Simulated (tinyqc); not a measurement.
Raising U: Hubbard chain of 3 sites, mean field against exact. Computed by the program tinyqc. 

one-body matrix (hopping and site energies) (eV):
```
         1        2        3
1   0.0000  -1.3800   0.0000
2  -1.3800   0.0000  -1.3800
3   0.0000  -1.3800   0.0000
```

electrons, up and down: 2  1

Collinear unrestricted mean field (the lowest of 40 random starts) against exact diagonalisation.

Exact and mean-field results (eV):
```
U            U/t    E exact  E mean field  mean |n_up - n_down|  double occupancy, exact  first gap in the sector
0.6900    0.5000  -3.492429     -3.476371                0.3672                   0.1884                   1.8556
1.3800    1.0000  -3.123689     -3.061377                0.4127                   0.1678                   1.7437
2.7600    2.0000  -2.511723     -2.300000                0.5556                   0.1286                   1.5015
4.1400    3.0000  -2.049782     -1.715080                0.7289                   0.0960                   1.2748
5.5200    4.0000  -1.705774     -1.331303                0.8375                   0.0715                   1.0855
8.2800    6.0000  -1.251292     -0.906496                0.9262                   0.0416                   0.8143
11.0400   8.0000  -0.976642     -0.684439                0.9584                   0.0263                   0.6418
16.5600  12.0000  -0.671719     -0.458380                0.9815                   0.0128                   0.4448
27.6000  20.0000  -0.409931     -0.275653                0.9933                   0.0049                   0.2726
```

In absolute terms mean field is worst at U/t = 4.0, 0.374 eV too high: at small U it is nearly exact, and at large U it misses only exchange-scale energies. Relative to the exact energy its error is 0.5 % at the smallest U, 33 % at most and 33 % at the largest. The double occupancy falls from 0.188 to 0.005; at the largest U the first gap is 0.99 times the exchange scale 4t^2/U.
